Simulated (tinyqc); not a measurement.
Screening of the starting offset: band offset of a heterojunction with an interface dipole (two-band chains, self-consistent charge).

Sites alternate A, C. Left: A at -G1/2, C at +G1/2, hopping -t1; right: A at D - G2/2, C at D + G2/2, hopping -t2; the bonds across the two interfaces of a ring (C left to A right, C right to A left) have -sqrt(t1 t2). D is the offset of the mid-gaps, so Ev(right) - Ev(left) = D - (G2 - G1)/2 and Ec(right) - Ec(left) = D + (G2 - G1)/2. The closing bond has its sign reversed (antiperiodic ring). Half the levels are filled with two electrons each. The charge moved is q = (electrons on the left) less one a site; the mean over the two interfaces, q/2, is taken as the charge that crosses each, and its dipole opposes the offset: D = D0 - u q/2.

From here on the ring has 24 cells a side.

Values chosen for the exercise (gaps near those of SiC and SiO2; the chains and D0 are free models, so the offsets are not those of the real pair; not measured data):
```
symbol  value  unit  meaning
G1      3.24   eV    gap on the left
G2      9.36   eV    gap on the right
t1      2.37   eV    hopping on the left
t2      1.71   eV    hopping on the right
u       4.3    eV    potential step per electron moved across
```

chi = 0.049652 1/eV

D0 is varied; the self-consistent D is found by bisection. chi = dq/dD at D = 0; the linear rule is D = S D0 with S = 1/(1 + u chi/2). The gap of the junction closes (type III) at |D| = (G1 + G2)/2.

Against D0:
```
2 D0/(G1 + G2)  D0 (eV)  q at D0   D (eV)    D/D0  linear (eV)
-0.85            -5.355  -0.5377  -4.5449  0.8487      -4.8385
-0.55            -3.465  -0.2317  -3.0543  0.8815      -3.1308
-0.30            -1.890  -0.1024  -1.6958  0.8972      -1.7077
-0.15            -0.945  -0.0480  -0.8524  0.9020      -0.8539
0.10              0.630   0.0316   0.5688  0.9029       0.5692
0.25              1.575   0.0831   1.4162  0.8992       1.4231
0.50              3.150   0.1999   2.7892  0.8855       2.8462
0.95              5.985   0.7058   4.9965  0.8348       5.4077
```

Give the missing row, 2 D0/(G1 + G2) = 0.80, D0 (eV) = 5.040.

Computed row:
```
2 D0/(G1 + G2)  D0 (eV)  q at D0  D (eV)    D/D0  linear (eV)
0.80              5.040   0.4686  4.3101  0.8552       4.5539
```

D/D0 lies between 0.835 and 0.903, against S = 0.904 from chi at D = 0; the linear rule misses by at most 411 meV. q is odd in D. Less than half of the starting offset is screened, so the natural line-up still counts most.

Run: tinyqc, `OMP_NUM_THREADS=1 python tinyqc.py 1480287 1480288 out.jsonl`; Intel(R) Xeon(R) Processor @ 2.30GHz, one thread, shared host; about 0.5 s of CPU time with all checks.
